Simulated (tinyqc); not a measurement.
Inside a calculation: graded (staircase) quantum well by finite differences. Values are carried at full precision from step to step, so a last printed digit may differ when a step is redone from the rounded ones.

Finite differences on points z_i at the centres of cells of width h: H_ii = (c/h^2)(1/m_(i-1/2) + 1/m_(i+1/2)) + V_i, H_(i,i+1) = -(c/h^2)/m_(i+1/2), where m_(i+1/2) is the mean of the masses at the two points (the end values are repeated outwards), psi = 0 on the points beyond both ends, c = hbar^2/2m0. The field adds e F (z - z0) with z0 the middle of the structure; 1 kV/cm = 1e-5 eV/angstrom.

Constants: hbar^2/2m0 = 3.80998211 eV angstrom^2.

Values chosen for the exercise (near those of a GaAs well in AlGaAs; shifted at random, so the results belong to these values and not to a real crystal):
```
symbol  value                                                                                                                                          unit      meaning
layers  ((40, 0.316, 0.0994), (10, 0.14, 0.0824), (10, 0.035, 0.0722), (10, 0, 0.0688), (10, 0.035, 0.0722), (10, 0.14, 0.0824), (40, 0.316, 0.0994))            each layer: thickness in angstrom, band edge in eV, mass in m0
F       0                                                                                                                                              kV/cm     field along z
h       10                                                                                                                                             angstrom  cell width of the coarse grid
hf      0.625                                                                                                                                          angstrom  cell width of the fine grid
```

## The coarse grid

List the points, the potential with the field, and the masses.

Grid:
```
i   z (angstrom)  V (eV)  m (m0)
1            5.0  0.3160  0.0994
2           15.0  0.3160  0.0994
3           25.0  0.3160  0.0994
4           35.0  0.3160  0.0994
5           45.0  0.1400  0.0824
6           55.0  0.0350  0.0722
7           65.0  0.0000  0.0688
8           75.0  0.0350  0.0722
9           85.0  0.1400  0.0824
10          95.0  0.3160  0.0994
11         105.0  0.3160  0.0994
12         115.0  0.3160  0.0994
13         125.0  0.3160  0.0994
```

## The tridiagonal Hamiltonian

Form the diagonal and the neighbouring elements; V in the grid already includes the field.

diagonal H_ii (eV): [1.0826, 1.0826, 1.0826, 1.1184, 1.0520, 1.0683, 1.0808, 1.0683, 1.0520, 1.1184, 1.0826, 1.0826, 1.0826]

H_(i,i+1) (eV): [-0.3833, -0.3833, -0.3833, -0.4191, -0.4929, -0.5404, -0.5404, -0.4929, -0.4191, -0.3833, -0.3833, -0.3833]

## Lowest levels on the coarse grid

Diagonalise the symmetric tridiagonal matrix; give the three lowest levels and the weights u_i^2 (sum 1) of the two lowest.

levels (eV): [0.1203, 0.3409, 0.4483]

weights on the points, rows level 1, level 2:
```
[[0.000, 0.002, 0.007, 0.028, 0.105, 0.220, 0.278, 0.220, 0.105, 0.028, 0.007, 0.002, 0.000],
 [0.011, 0.042, 0.085, 0.129, 0.159, 0.073, 0.000, 0.073, 0.159, 0.129, 0.085, 0.042, 0.011]]
```

## Halving the cell width

The same with h, h/2, ..., h/32. The end points move with h, since psi vanishes half a cell beyond the structure. Richardson value (4 E(h/32) - E(h/16))/3.

Convergence:
```
cell (angstrom)  points  E1 (eV)  E2 (eV)  E1 - finest (meV)
10.0000              13  0.12032  0.34092             -4.316
5.0000               26  0.12350  0.34673             -1.143
2.5000               52  0.12434  0.34903             -0.302
1.2500              104  0.12456  0.35001             -0.079
0.6250              208  0.12462  0.35047             -0.018
0.3125              416  0.12464  0.35068              0.000
```

Richardson values of E1, E2 (eV): [0.12464, 0.35075]

The coarse grid is 4.3 meV too low in E1. The last differences between rows shrink by a factor 3.4 (4 for a pure h^2 error, 2 for one linear in h).

## Positions and dipoles on the fine grid

With h sum psi^2 = 1: <z - z0> of three levels, |z_12| and |z_13|, the mass m1 from 1/m1 = <1|1/m|1>, and f_1j = (m1/c)(E_j - E_1) z_1j^2.

levels (eV): [0.1246, 0.3505, 0.4794]

<z - z0> (angstrom): [0.0, 0.0, 0.0]

|z_12|, |z_13| (angstrom): [14.52, 0.00]

m1 = 0.0750 m0

f_12, f_13: [0.938, 0.000]

The structure is symmetric and there is no field, so z_13 vanishes by parity. E2 - E1 = 225.8 meV, a wavelength of 5.5 micrometre (hc = 1239.841984 eV nm). Level 2 lies above the lowest point of the outer barriers, so it is a resonance or a state of the finite grid, and values that rest on it depend on the ends of the grid.

## Checks

- E1 at zero field on the grid h/32 against transfer matrices between the same hard ends, eV: both 0.1246.

Run: tinyqc, `OMP_NUM_THREADS=1 python tinyqc.py 1282502 1282503 out.jsonl`; Intel(R) Xeon(R) Processor @ 2.30GHz, one thread, shared host; about 0.01 s of CPU time with all checks.
